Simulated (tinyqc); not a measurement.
Raman shift of the zone-centre optical phonon of a diamond-structure crystal under stress: one step, computed by the program tinyqc. Command: `OMP_NUM_THREADS=1 python tinyqc.py 3023273 3023274 out.jsonl ramanstress walk`. One thread of a shared host (Intel(R) Xeon(R) Processor @ 2.30GHz), about 0.01 s of CPU time with the checks.

Axes x, y, z are the cube axes. Strain shifts the threefold optical mode and can split it; p, q and r are the phonon deformation potentials.

Problem. Heating mistaken for stress. A temperature above 300 K shifts the line by (d omega/dT)(T - 300 K); divided by the shift per stress it poses as a stress; the total shift adds it to the shift of the observed line. The anti-Stokes to Stokes ratio is [(omega_L + omega_0)/(omega_L - omega_0)]^3 exp(-h c omega_0/(k_B T)) in photon counts, omega_L = 1/wavelength, resonance effects left out.

Inputs (values chosen for the exercise, modelled on diamond): unstrained frequency omega_0 = 1330 1/cm; temperature coefficient d omega/dT = -0.01 1/(cm K); local temperature T = 400 K; laser wavelength = 488 nm.

Stress state: biaxial. Axis: [001].

shift per stress = -1.644810 1/(cm GPa)

shift of the observed line = -0.3947545 1/cm

Constants: h = 6.62607015e-34 J s; c = 299792458 m/s; k_B = 1.380649e-23 J/K.

Give: thermal shift; apparent stress from heating; total shift; anti-Stokes/Stokes ratio.

Solution.

thermal shift = -1 1/cm

apparent stress from heating = 0.6080 GPa

total shift = -1.395 1/cm

anti-Stokes/Stokes ratio = 0.01235
